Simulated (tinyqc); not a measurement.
MOSFET in the linear regime without short-channel effects, parameter extraction from computed curves: one step of the calculation.

Inversion charge Q = Cox n Vt W0(exp((Vg - VT)/(n Vt))), W0 the Lambert function and n = nf; u = Q/Cox; mobility mu = mu0/(1 + th1 u + th2 u^2); channel resistance Rch = (L - dL)/(W mu Q); Id = Vd/(Rch + Rsd/W). Cox = eps0 eox/tox. Small Vd, no channel-length or drain effects.

Question. Threshold and mobility at the peak transconductance. gm_i = (Id_(i+1) - Id_(i-1))/(Vg_(i+1) - Vg_(i-1)); at the point j of largest gm the tangent meets the axis at V_ext = Vg_j - Id_j/gm_j; field-effect mobility gm_j L/(W Cox Vd) with the drawn L.

Values chosen for this exercise; channel values of the order met in silicon transistors: relative permittivity of the gate insulator (close to silicon dioxide) eox = 3.9; insulator thickness tox = 3.2 nm; low-field mobility mu0 = 120 cm^2/(V s); threshold voltage VT = 0.61 V; gate width W = 1 um; drawn gate length L = 0.48 um; drawn less effective length dL = 0.01 um; drain voltage Vd = 0.05 V.

Constants: eps0 = 8.8541878128e-14 F/cm where lengths are in cm. Results are converted to the units shown.

```
point  Vg (V)       Id (uA)
0        0.41  0.0018870756
1        0.51   0.028865708
2        0.61    0.27874984
3        0.71    0.99390404
4        0.81     1.9492415
5        0.91     2.9647310
6        1.01     3.9762996
7        1.11     4.9602104
8        1.21     5.9072196
9        1.31     6.8140938
10       1.41     7.6803568
11       1.51     8.5068677
```

Wanted: gm; j; V_ext; field-effect mobility.

Answer.

gm, point 1 to 10 (uS): 1.384  4.825  8.352  9.854  10.14  9.977  9.655  9.269  8.866  8.464
j = 5
V_ext = 0.6175 V
field-effect mobility = 90.17 cm^2/(V s)

V_ext is 7.5 mV above the model VT, and the mobility so found is 26 % below mu0 L/(L - dL) = 123 cm^2/(V s), the value for the drawn L; attenuation, series resistance and the slow approach of Q to a straight line all lower the peak gm.

Program tinyqc, `OMP_NUM_THREADS=1 python tinyqc.py 2210074 2210075 out.jsonl`; Intel Xeon 2.30GHz, shared host, one thread, about 0.01 s.
